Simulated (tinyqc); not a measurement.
# Surface potential of a MOS transistor: implicit equation and explicit approximations, step by step

tinyqc, about 0.01 s, one thread, Intel Xeon 2.30GHz (shared host): `OMP_NUM_THREADS=1 python tinyqc.py 2122091 2122092 out.jsonl` Printed values are rounded.

p-type body, charge-sheet picture, depletion and inversion only, full ionisation (an idealisation for deep acceptors), Boltzmann statistics (rough once Na exp(x - xn) passes about Nc/7). In units of Vt: xg = (Vg - Vfb)/Vt, x = psi/Vt, G = gamma/sqrt(Vt), xn = (2 phiF + Vc)/Vt. The implicit equation is (xg - x)^2 = G^2 [x - 1 + exp(x - xn)] for x above about 3. Cox = eps0 eox/tox.

Parameters, values chosen for the exercise; band and dielectric values close to those of silicon:
- T = 350 K (temperature)
- Eg = 1.14 eV (band gap)
- eps_r = 11.8 (relative permittivity)
- Nc = 3.55e19 cm^-3 (conduction-band density of states at T)
- Nv = 3.34e19 cm^-3 (valence-band density of states at T)
- eox = 3.9 (relative permittivity of the gate insulator (close to silicon dioxide))
- tox = 1.3 nm (insulator thickness)
- Na = 1.6e17 cm^-3 (acceptor density)
- Vfb = -0.61 V (flat-band voltage)
- Vc = 0.2 V (channel-body voltage)
- Vg = 1.04 V (gate-body voltage)

Constants: q = 1.602176634e-19 C, kB = 1.380649e-23 J/K, Vt = kB T/q, eps0 = 8.8541878128e-14 F/cm where lengths are in cm. Results are converted to the units shown.

Range of the model: The electron quasi-Fermi level lies less than 2 Vt below the band edge at the surface, or above it, where degeneracy and confinement, left out, matter.

## Scales

ni = sqrt(Nc Nv) exp(-Eg/(2 Vt)), Eg in volts; phiF = Vt ln(Na/ni); gamma = sqrt(2 q eps0 eps_r Na)/Cox; VT = Vfb + Vt (xn + G sqrt(xn - 1)).

phiF = 0.4079882 V
gamma = 0.08713158 V^0.5
G = 0.5017127
xn = 33.68547
VT = 0.4924878 V
xg = 54.70701

## Explicit approximation

Depletion value a = 1 + [sqrt(G^2/4 + xg - 1) - G/2]^2; inversion value b = xn + ln[(xg - xn)^2/G^2 - xn + 1] and first guess y = min(a, b) - ln(1 + exp(-|a - b|)) if a > xn + 1, else b = y = a; one second-order correction with D = exp(y - xn), p = 2 (xg - y) + G^2 (1 + D), w = (xg - y)^2 - G^2 (y - 1 + D): z = y + 2 w/(p + sqrt(p^2 - 2 (2 - G^2 D) w)), or the Newton step z = y + w/p where the root is not real.

a = 51.15391
b = 41.13723
y = 41.13719
p = 461.0497
w = -259.6213
z = 40.57408

The root of the implicit equation is x = 40.3449; y misses it by 0.79 and z by 0.23, in units of Vt (Newton branch).

## Starting value

x = y rounded to two decimals.

x at the start = 41.14

## Iteration 1: new x

D = exp(x - xn), f = (xg - x)^2 - G^2 (x - 1 + D), f' = -2 (xg - x) - G^2 (1 + D), x(new) = x - f/f'.

D = 1727.663
f = -260.9198
f' = -462.2656
x after iteration 1 = 40.57556

## Iteration 2: new x

As before.

D = 982.4878
f = -57.57142
f' = -275.8222
x after iteration 2 = 40.36684

## Course of the iteration

Stop when the step is below 1e-11, or after 60 iterations.

Course of the iteration:
```
iteration  x before the step      step
1                      41.14    -0.564
2                   40.57556    -0.209
3                   40.36684   -0.0217
4                   40.34512  -2.06e-4
5                   40.34491  -1.84e-8
6                   40.34491         0
```

Converged in 6 iterations.

## Potential, charges and gate control

converged x = 40.34491

psi = Vt x; N_dep = Cox Vt G sqrt(x - 1)/q; N_inv = (Cox Vt G/q) [sqrt(x - 1 + exp(x - xn)) - sqrt(x - 1)]; dpsi/dVg = 1/[1 + G^2 (1 + exp(x - xn))/(2 (xg - x))].

psi = 1.216829 V
N_dep = 1.573620e12 cm^-2
N_inv = 5.6079e12 cm^-2
dpsi/dVg = 0.1274693

psi lies 6.7 Vt above 2 phiF + Vc.
